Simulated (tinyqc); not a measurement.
# One-sided p+-n junction, ionisation integral and breakdown: what changes with what

A p+ layer at x < 0 and an n drift layer from x = 0. Depletion approximation, built-in voltage neglected. Local ionisation coefficients alpha_n = an exp(-(bn/E)^mx), alpha_p = ap exp(-(bp/E)^mx). Electrons move towards +x, holes towards x = 0.

Parameters, values chosen for the exercise; material values close to those of silicon: relative permittivity eps_r = 11.7; prefactor of the electron ionisation coefficient an = 6.57e5 1/cm; field constant for electrons bn = 1.21e6 V/cm; prefactor of the hole ionisation coefficient ap = 1.51e6 1/cm; field constant for holes bp = 1.9e6 V/cm; exponent mx = 1; electron mobility of the drift layer mu = 1430 cm^2/(V s); donor density of the drift layer N = 4.5e15 cm^-3.

Constants: q = 1.602176634e-19 C, eps0 = 8.8541878128e-14 F/cm where lengths are in cm. Results are converted to the units shown.

Each table varies one quantity; the others keep the values above.

## Multiplication against voltage

W = sqrt(2 eps0 eps_r V/(q N)), peak field E0 = q N W/(eps0 eps_r), falling linearly to 0 at W. G(x) = integral from 0 to x of (alpha_n - alpha_p); I_n = integral of alpha_n exp(-G) (electrons injected at x = 0), I_p = integral of alpha_p exp(G(end) - G) (holes injected at the far edge); M = 1/(1 - I). Integrals on a fine grid; BV is where I_n = 1. Here BV = 84.3918 V; the Miller exponent is n = ln(1 - 1/M)/ln(V/BV).

Result of one run:

| V (V) | E0 (kV/cm) | I_n | I_p | M_n | M_p | Miller n, electrons | Miller n, holes |
|---|---|---|---|---|---|---|---|
| 72.6 | 318 | 0.783 | 0.421 | 4.61 | 1.73 | 1.62 | 5.74 |

What becomes of these results when the reverse voltage V is changed from 72.6 to 42.2 V, all else the same?

Result of the changed run:

| V (V) | E0 (kV/cm) | I_n | I_p | M_n | M_p | Miller n, electrons | Miller n, holes |
|---|---|---|---|---|---|---|---|
| 42.2 | 242 | 0.208 | 0.0243 | 1.26 | 1.02 | 2.27 | 5.36 |

The whole series:

| V (V) | E0 (kV/cm) | I_n | I_p | M_n | M_p | Miller n, electrons | Miller n, holes |
|---|---|---|---|---|---|---|---|
| 33.8 | 217 | 0.100 | 0.00739 | 1.11 | 1.01 | 2.51 | 5.36 |
| 42.2 | 242 | 0.208 | 0.0243 | 1.26 | 1.02 | 2.27 | 5.36 |
| 50.6 | 265 | 0.350 | 0.0624 | 1.54 | 1.07 | 2.05 | 5.42 |
| 59.1 | 287 | 0.514 | 0.140 | 2.06 | 1.16 | 1.87 | 5.52 |
| 67.5 | 307 | 0.683 | 0.283 | 3.15 | 1.39 | 1.71 | 5.65 |
| 72.6 | 318 | 0.783 | 0.421 | 4.61 | 1.73 | 1.62 | 5.74 |
| 77.6 | 329 | 0.878 | 0.613 | 8.22 | 2.58 | 1.55 | 5.84 |
| 81 | 336 | 0.940 | 0.785 | 16.8 | 4.65 | 1.50 | 5.90 |
| 83.1 | 340 | 0.978 | 0.912 | 44.6 | 11.4 | 1.47 | 5.95 |

M_n rises from 1.111 to 44.6 and M_p from 1.007 to 11.4; both diverge at BV. The Miller exponent for electrons falls from 2.51 to 1.47 and that for holes rises from 5.36 to 5.95. The larger multiplication belongs to electrons, whose coefficient at the peak field of the last row is 3.31 times the other.

## Effect of the drift doping

Same model as above.

Specific on-resistance Ron = W/(q mu N) with constant mobility and full ionisation.

Results:

| N (cm^-3) | BV (V) | E0 at BV (kV/cm) | W at BV (um) | Ron (mohm cm^2) | BV^2/Ron (MW/cm^2) | eps0 eps_r mu E0^3/4 (MW/cm^2) |
|---|---|---|---|---|---|---|
| 3.8e14 | 486 | 239 | 40.7 | 46.7 | 5.05 | 5.05 |
| 7.2e14 | 304 | 260 | 23.4 | 14.2 | 6.52 | 6.52 |
| 1.4e15 | 189 | 286 | 13.2 | 4.11 | 8.64 | 8.64 |
| 2.7e15 | 119 | 316 | 7.56 | 1.22 | 11.6 | 11.6 |
| 9.8e15 | 50.8 | 392 | 2.59 | 0.115 | 22.4 | 22.4 |
| 1.9e16 | 33.7 | 445 | 1.51 | 0.0348 | 32.6 | 32.6 |
| 3.6e16 | 23.2 | 508 | 0.912 | 0.0111 | 48.5 | 48.5 |

Estimate the missing row, N = 5.1e15 cm^-3.

Computed row:

| N (cm^-3) | BV (V) | E0 at BV (kV/cm) | W at BV (um) | Ron (mohm cm^2) | BV^2/Ron (MW/cm^2) | eps0 eps_r mu E0^3/4 (MW/cm^2) |
|---|---|---|---|---|---|---|
| 5.1e15 | 77.6 | 350 | 4.44 | 0.380 | 15.9 | 15.9 |

With this row back in the table: BV falls from 486 to 23.2 V while the critical field rises from 239 to 508 kV/cm. BV goes as N^(-0.73) between the first two rows and N^(-0.59) between the last two (a coefficient proportional to E^7 gives -0.75 without punch-through). Ron goes as BV^(2.74) over the table; the last two columns agree since BV = E0 W/2 and N = eps0 eps_r E0/(q W). For N = 3.6e16 the layer is under 0.5 um wide or BV under 28 V, so dead space, tunnelling and the built-in voltage, all left out, matter.

tinyqc, about 0.04 s, one thread, Intel Xeon 2.30GHz (shared host): `OMP_NUM_THREADS=1 python tinyqc.py 2120143 2120144 out.jsonl`
